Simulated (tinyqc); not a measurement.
Inside a calculation: Koster-Slater impurity in an sp3s* host. Values are carried at full precision from step to step, so a last printed digit may differ when a step is redone from the rounded ones.

sp3s* tight binding, nearest neighbours only: anion (a) at 0, cation (c) at a/4 (1,1,1), orbitals s, px, py, pz, s* on each; k in units of 2 pi/a. With phases e_j = exp(i (pi/2) k.n_j) for n = (1,1,1), (1,-1,-1), (-1,1,-1), (-1,-1,1): g0 = (e1+e2+e3+e4)/4, g1 = (e1+e2-e3-e4)/4, g2 = (e1-e2+e3-e4)/4, g3 = (e1-e2-e3+e4)/4. The diagonal holds the levels Esa, Epa, Exa (s*) and Esc, Epc, Exc. Anion-cation block: <sa|sc> = Vss g0; <sa|xc> = Vsapc g1; <xa|sc> = -Vscpa g1; <xa|xc> = Vxx g0; <xa|yc> = <ya|xc> = Vxy g3, <xa|zc> = <za|xc> = Vxy g2, <ya|zc> = <za|yc> = Vxy g1; <s*a|xc> = Vxapc g1; <xa|s*c> = -Vpaxc g1; y and z take g2 and g3 in place of g1; s-s* and s*-s* vanish.

Values chosen for the exercise (out of a larger set: near a published set for Si; not measured data): p = (-4.175, 1.731, -4.175, 1.731, 6.693, 6.693, -8.299, 1.712, 4.523, 5.695, 5.695, 5.325, 5.325) eV (order Esa, Epa, Esc, Epc, Exa, Exc, Vss, Vxx, Vxy, Vsapc, Vscpa, Vxapc, Vpaxc); N = 5 (mesh); V = -14.9 eV (shift of the p levels).

## The gap of the host

Gaps from the top of the valence band to Gamma, to the minimum on (x,0,0) from 0.5 to 1, and to L; the smallest is Eg.

top of the valence band on the scale of the parameters = 0.0190 eV

gaps (eV): Gamma 3.4240, Delta 1.1868, L 2.5016

Eg (smallest gap of the host) = 1.1868 eV

## Where the weight lies

A defect on an anion site (a) shifts the s level there by Vs or the three p levels by Vp and leaves the rest. A level in the gap solves 1/Vs = G_s(E) (symmetry A1) or 1/Vp = G_p(E) (T2, threefold), with G(E) = (1/N^3) sum over k and bands of w/(E - e), where w is the weight of the state on the s orbital of that site, or the mean weight on its px, py, pz. Mesh: k = f1 (-1,1,1) + f2 (1,-1,1) + f3 (1,1,-1), f = (j + 1/2)/N, j = 0 to N - 1. Energies from the top of the valence band at Gamma; the s* orbital of the site is left as it is. An infinite shift removes the s or p orbitals, the model of the ideal vacancy: G(E) = 0.

For each band: mean energy over the mesh and summed weights; each column of weights adds to one.

Bands:
```
band  mean energy (eV)  s weight  p weight
1              -10.095    0.4149    0.0260
2               -6.071    0.1982    0.0898
3               -2.215    0.0053    0.1646
4               -1.782    0.0021    0.1658
5                1.788    0.0788    0.0785
6                2.683    0.2364    0.0441
7                5.223    0.0003    0.1654
8                5.647    0.0173    0.1553
9                9.635    0.0306    0.0457
10              10.420    0.0161    0.0647
```

The filled bands hold 0.621 of the s orbital and 0.446 of each p orbital of the anion. Filled states add positive terms to G in the gap and empty ones negative terms.

## Green functions across the gap

G at nine energies E = Eg j/8.

G(E) (1/eV):
```
E (eV)       G_s       G_p
0.0000  -0.06908   0.10426
0.1484  -0.08176   0.06558
0.2967  -0.09626   0.03751
0.4451  -0.11328   0.01261
0.5934  -0.13391  -0.01185
0.7418  -0.15996  -0.03801
0.8901  -0.19494  -0.06892
1.0385  -0.24741  -0.11142
1.1868  -0.35724  -0.20120
```

Both fall with E, as dG/dE = -sum w/(E - e)^2 demands. G_s keeps its sign, so the vacancy has no level of this symmetry in the gap. G_p changes sign, so the vacancy has a level of this symmetry in the gap.

## A first estimate from the table

A defect that shifts the p level of its anion site by V has a level where the host Green function G_p(E) equals 1/V; E is counted from the top of the valence band. Find it by linear interpolation between the two rows that bracket it.

1/V = -0.06711 1/eV
estimated level = 0.881 eV

## The level and its weight on the defect

Solve by bisection with the full sum. The weight of the bound state on the shifted orbital is G^2/(-G'), which is also dE/dV.

level = 0.8824 eV
G'(E) = -0.23173 1/eV^2
weight on the defect orbital = 0.0194

The level lies 0.882 eV above the valence band and 0.304 eV below the conduction band. Only 1.9 % of it sits on the shifted orbital, the rest on other orbitals, so a shift of 1 eV moves the level by about 19 meV.

## Checks

- Sum of the s weights over all bands against one: both 1.00000.
- First moment of the s weights against the s level of the site, on the scale of the parameters: both -4.17500.

(tinyqc, `OMP_NUM_THREADS=1 python tinyqc.py 1480878 1480879 out.jsonl`, Intel(R) Xeon(R) Processor @ 2.30GHz, 1 thread, shared host, about 0.02 s.)
